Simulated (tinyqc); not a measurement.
From results to parameters: two-site tight-binding chain. Computed by the program tinyqc.

Problem. A two-site chain has site energies +delta (A) and -delta (B) and hoppings t1 > t2 > 0, so E = +/- sqrt(delta^2 + |t1 + t2 exp(-ika)|^2). Find delta, t1 and t2.

upper band at k = 0 = 2.891712 eV
upper band at the zone edge = 0.933809 eV
weight of the upper band on site A at the zone edge = 0.842682

Solution. The weight on A is (1 + delta/E)/2, which gives delta; then t1 + t2 = sqrt(E(0)^2 - delta^2) and t1 - t2 = sqrt(E(edge)^2 - delta^2).

delta, t1, t2 (eV): 0.6400  1.7500  1.0700
